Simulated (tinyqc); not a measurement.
Worked calculation: thin (001) film in sp3s* tight binding with raised dangling bonds. Values are carried at full precision from step to step, so a last printed digit may differ when a step is redone from the rounded ones.

sp3s* tight binding, nearest neighbours only: anion (a) at 0, cation (c) at a/4 (1,1,1), orbitals s, px, py, pz, s* on each; k in units of 2 pi/a. With phases e_j = exp(i (pi/2) k.n_j) for n = (1,1,1), (1,-1,-1), (-1,1,-1), (-1,-1,1): g0 = (e1+e2+e3+e4)/4, g1 = (e1+e2-e3-e4)/4, g2 = (e1-e2+e3-e4)/4, g3 = (e1-e2-e3+e4)/4. The diagonal holds the levels Esa, Epa, Exa (s*) and Esc, Epc, Exc. Anion-cation block: <sa|sc> = Vss g0; <sa|xc> = Vsapc g1; <xa|sc> = -Vscpa g1; <xa|xc> = Vxx g0; <xa|yc> = <ya|xc> = Vxy g3, <xa|zc> = <za|xc> = Vxy g2, <ya|zc> = <za|yc> = Vxy g1; <s*a|xc> = Vxapc g1; <xa|s*c> = -Vpaxc g1; y and z take g2 and g3 in place of g1; s-s* and s*-s* vanish.

Values chosen for the exercise (out of a larger set: near a published set for Ge, fitted to gaps, whose masses and valley positions are rough; the L valleys, lowest in Ge, lie off zero in-plane momentum and are not seen; not measured data): p = (-5.923, 1.603, -5.923, 1.603, 6.45, 6.45, -6.72, 1.606, 4.882, 5.424, 5.424, 5.165, 5.165) eV (order Esa, Epa, Esc, Epc, Exa, Exc, Vss, Vxx, Vxy, Vsapc, Vscpa, Vxapc, Vpaxc); N = 5 (atomic planes in the small film); dl = 20 eV (shift of the dangling hybrids).

## Bulk edges along [001]

Gap at Gamma and minimum on (0,0,kz), kz from 0.5 to 1, from the bulk Ev. States at zero in-plane momentum come from this line alone.

edges (eV): Gamma 0.8000, Delta 0.8272

kz of the minimum = 0.8127 2 pi/a

## The two blocks of the small film

Planes alternate anion (a), cation (c) along [001], a/4 apart, starting with an anion; zero in-plane momentum; levels counted from the bulk Ev, the lower root of [[Epa, Vxx], [Vxx, Epc]]; no spin-orbit coupling. Block of s, pz, s*: from an anion to the cation above, Vss/2 (s,s), Vsapc/2 (s,z), -Vscpa/2 (z,s), Vxx/2 (z,z), Vxapc/2 (s*,z), -Vpaxc/2 (z,s*); to the cation below the same with the s-z and s*-z signs reversed. Block of u = (px + py)/sqrt2 and v = (px - py)/sqrt2: to the cation above (Vxx + Vxy)/2 for u and (Vxx - Vxy)/2 for v, to the cation below the reverse. Each surface atom has two dangling sp3 hybrids; raising both by dl adds (dl/2) [[1, t], [t, 1]] to its s, pz levels (t = -1 at the bottom face, +1 at the top) and dl to the one of u, v in whose plane the missing bonds lie (v for a bottom anion or a top cation, u for a top anion).

Fill them in.

s, pz, s* block (eV), rows sa1, za1, *a1, sc2, zc2, *c2, sa3, za3, *a3, sc4, zc4, *c4, sa5, za5, *a5 and columns alike:
```
[[4.080, -10.000, 0, -3.360, 2.712, 0, 0, 0, 0, 0, 0, 0, 0, 0, 0],
 [-10.000, 11.606, 0, -2.712, 0.803, -2.583, 0, 0, 0, 0, 0, 0, 0, 0, 0],
 [0, 0, 6.453, 0, 2.583, 0, 0, 0, 0, 0, 0, 0, 0, 0, 0],
 [-3.360, -2.712, 0, -5.920, 0, 0, -3.360, 2.712, 0, 0, 0, 0, 0, 0, 0],
 [2.712, 0.803, 2.583, 0, 1.606, 0, -2.712, 0.803, -2.583, 0, 0, 0, 0, 0, 0],
 [0, -2.583, 0, 0, 0, 6.453, 0, 2.583, 0, 0, 0, 0, 0, 0, 0],
 [0, 0, 0, -3.360, -2.712, 0, -5.920, 0, 0, -3.360, 2.712, 0, 0, 0, 0],
 [0, 0, 0, 2.712, 0.803, 2.583, 0, 1.606, 0, -2.712, 0.803, -2.583, 0, 0, 0],
 [0, 0, 0, 0, -2.583, 0, 0, 0, 6.453, 0, 2.583, 0, 0, 0, 0],
 [0, 0, 0, 0, 0, 0, -3.360, -2.712, 0, -5.920, 0, 0, -3.360, 2.712, 0],
 [0, 0, 0, 0, 0, 0, 2.712, 0.803, 2.583, 0, 1.606, 0, -2.712, 0.803, -2.583],
 [0, 0, 0, 0, 0, 0, 0, -2.583, 0, 0, 0, 6.453, 0, 2.583, 0],
 [0, 0, 0, 0, 0, 0, 0, 0, 0, -3.360, -2.712, 0, 4.080, 10.000, 0],
 [0, 0, 0, 0, 0, 0, 0, 0, 0, 2.712, 0.803, 2.583, 10.000, 11.606, 0],
 [0, 0, 0, 0, 0, 0, 0, 0, 0, 0, -2.583, 0, 0, 0, 6.453]]
```

u, v block (eV), rows ua1, va1, uc2, vc2, ua3, va3, uc4, vc4, ua5, va5 and columns alike:
```
[[1.606, 0, 3.244, 0, 0, 0, 0, 0, 0, 0],
 [0, 21.606, 0, -1.638, 0, 0, 0, 0, 0, 0],
 [3.244, 0, 1.606, 0, -1.638, 0, 0, 0, 0, 0],
 [0, -1.638, 0, 1.606, 0, 3.244, 0, 0, 0, 0],
 [0, 0, -1.638, 0, 1.606, 0, 3.244, 0, 0, 0],
 [0, 0, 0, 3.244, 0, 1.606, 0, -1.638, 0, 0],
 [0, 0, 0, 0, 3.244, 0, 1.606, 0, -1.638, 0],
 [0, 0, 0, 0, 0, -1.638, 0, 1.606, 0, 3.244],
 [0, 0, 0, 0, 0, 0, -1.638, 0, 21.606, 0],
 [0, 0, 0, 0, 0, 0, 0, 3.244, 0, 1.606]]
```

## Levels of the small film

Diagonalise both blocks.

levels of the s, pz, s* block (eV): [-12.006, -10.147, -7.079, -3.002, 1.279, 1.287, 1.424, 2.274, 6.366, 6.453, 7.718, 8.644, 9.564, 18.947, 18.974]

levels of the u, v block (eV): [-2.580, -2.580, -0.958, -0.958, 4.085, 4.085, 5.740, 5.740, 21.743, 21.743]

No level lies between 0 and the bulk edge 0.800 eV; confinement has widened the gap at zero in-plane momentum to 2.237 eV.

## Checks

- Lowest conduction level of 201 planes, with the dangling hybrids shifted far away, against the bulk edge: 0.8058 against 0.8000.

Run: tinyqc, `OMP_NUM_THREADS=1 python tinyqc.py 1482484 1482485 out.jsonl`; Intel(R) Xeon(R) Processor @ 2.30GHz, one thread, shared host; about 0.4 s of CPU time with all checks.
